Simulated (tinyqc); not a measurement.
# Worked calculation: bandgap voltage reference from two bipolar transistors

Computed by the program tinyqc: `OMP_NUM_THREADS=1 python tinyqc.py 2062034 2062035 out.jsonl`, one thread of a shared Intel Xeon 2.30GHz, about 0.02 s for the whole run. Printed values are rounded.

Two transistors of area 1 and N carry the same current I. Is(T) = Is (T/T0)^eta exp[(Vg0 q/kB)(1/T0 - 1/T)], VBE1 = Vt ln(I/Is(T)) + I rb, VBE2 = Vt ln(I/(N Is(T))) + I rb/N. The amplifier forces I R1(T) = VBE1 - VBE2 + Vos, with R(T) = R (1 + tc (T - T0)) for both resistors, and the output is Vref = VBE1 + I R2(T). Base currents and the Early effect are neglected.

Parameters, values chosen for the exercise; values of the order met in silicon bipolar transistors: reference temperature T0 = 300 K; band-gap voltage extrapolated to 0 K Vg0 = 1.176 V; temperature exponent of the saturation current eta = 3.1; saturation current of the unit transistor at T0 Is = 1.7e-18 A; area ratio of the second transistor N = 8; resistor across which the difference of VBE falls, at T0 R1 = 4 kohm; temperature coefficient of both resistors tc = 0 ppm/K; offset of the amplifier Vos = 0 mV; series resistance of the unit transistor rb = 110 ohm; output resistor at T0 R2 = 34.1 kohm; temperature T = 333 K.

Constants: q = 1.602176634e-19 C, kB = 1.380649e-23 J/K. Results are converted to the units shown.

## Operating point at the reference temperature

Vt = kB T/q; I = (Vt ln N + Vos)/(R1(T) - rb (1 - 1/N)). Evaluate at T = T0.

Vt = 0.0258520 V
I = 13.7708 uA
Is(T) = 1.7e-18 A
VBE1 = 0.769912 V
I R2 = 0.469584 V
Vref = 1.23950 V

## Operating point at another temperature

Vt = kB T/q; I = (Vt ln N + Vos)/(R1(T) - rb (1 - 1/N)).

Vt = 0.0286957 V
I = 15.2856 uA
Is(T) = 2.13179e-16 A
VBE1 = 0.718954 V
I R2 = 0.521238 V
Vref = 1.24019 V

From T0 to T, VBE1 changes by -51.0 mV and I R2 by 51.7 mV, which leaves 0.696 mV in Vref.

## Resistor for zero slope at T0, ideal case

With tc = 0, Vos = 0 and rb = 0 the current is proportional to T, dVBE/dT = (VBE - Vg0 - (eta - 1) Vt)/T, and Vref has zero slope at T0 when Vref = Vg0 + (eta - 1) Vt0. Find VBE1, its slope, that Vref, R2/R1 and the curvature d2Vref/dT2 = -(eta - 1) kB/(q T0).

VBE1 = 0.767768 V
dVBE/dT = -1.54174 mV/K
Vref = 1.23029 V
R2/R1 = 8.60381
curvature = -0.603213 uV/K^2
